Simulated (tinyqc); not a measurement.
Fermi level and growth conditions: formation energy of a charged point defect from supercell energies. Computed by tinyqc, a small Python program. Command: `OMP_NUM_THREADS=1 python tinyqc.py 3013458 3013459 out.jsonl formation walk`. One thread of a shared host (Intel(R) Xeon(R) Processor @ 2.30GHz), about 0.01 s of CPU time with the checks.

The host is a compound AB. Making the defect adds n_A = 1, n_B = -1 atoms to the cell. All total energies are inputs. E_F is counted from the valence-band maximum (VBM); x = 0 is A-rich and x = 1 B-rich growth.

Inputs (values chosen for the exercise, with gap and screening modelled on InP):

| quantity | value | unit |
|---|---|---|
| gap E_g | 1.33 | eV |
| E_VBM of the host cell | 1.413 | eV |
| potential alignment dV | 0.14 | eV |
| dielectric constant eps | 12.9 | - |
| cell length L | 16.3 | angstrom |
| mu_A of the pure element | -2.889 | eV |
| mu_B of the pure element | -7.641 | eV |
| formation enthalpy dH of AB | -0.622 | eV |
| growth condition x | 0.33 | - |

Defect: A on a B site. Supercell lattice: bcc.

charge states q: 3  2  1  0

E(defect, q) - E(host), in the order of q (eV): 1.392  3.811  6.646  9.48

Constants: e^2/(4 pi eps_0) = 14.39964548 eV angstrom.

Method:
- dmu_A = x dH and dmu_B = (1 - x) dH, so that dmu_A + dmu_B = dH; mu = mu(element) + dmu.
- The reservoir term is sum n_i mu_i.
- Image-charge correction of a point charge in a neutralising background: E_corr = q^2 alpha e^2/(4 pi eps_0) / (2 eps L), alpha = 2.888462 for a bcc array with L the cube root of the volume.
- E_f(q, E_F) = [E(defect, q) - E(host)] - sum n_i mu_i + q (E_VBM + dV + E_F) + E_corr(q).
- Each entry is the lowest E_f over q.

E_f(q, 0) (eV): (q=+3) 1.97765, (q=+2) 2.34913, (q=+1) 3.33442, (q=0) 4.51652

sum n_i mu_i = 4.96348 eV

Lowest formation energy (eV):

| E_F (eV) | stable q | A-rich, x = 0 | x = 0.5 | B-rich, x = 1 |
|---|---|---|---|---|
| 0.000 | +3 | 1.5671 | 2.1891 | 2.8111 |
| 0.166 | +3 | 2.0651 | 2.6871 | 3.3091 |
| 0.332 | +3 | 2.5631 | 3.1851 | 3.8071 |
| 0.499 | +2 | 2.9366 | 3.5586 | 4.1806 |
| 0.665 | +2 | 3.2686 | 3.8906 | 4.5126 |
| 0.831 | +2 | 3.6006 | 4.2226 | 4.8446 |
| 0.998 | +1 | 3.9219 | 4.5439 | 5.1659 |
| 1.164 | +1 | 4.0879 | 4.7099 | 5.3319 |
| 1.330 | 0 | 4.1060 | 4.7280 | 5.3500 |

Going from A-rich to B-rich growth shifts every line by +1.244 eV and moves no transition level. The slope of the envelope is the stable charge, so E_f is highest at E_F = 1.33 eV of those listed: the defect forms most easily in p-type material. Caution: the largest image-charge correction in these energies, q^2 alpha e^2/(8 pi eps_0 eps L) with alpha = 2.888462, exceeds a quarter of the gap; the point-charge term alone is then a rough estimate, usually too large for a charge that is spread out.

Extremes, crossings and ranges named in words are read from the listed rows.
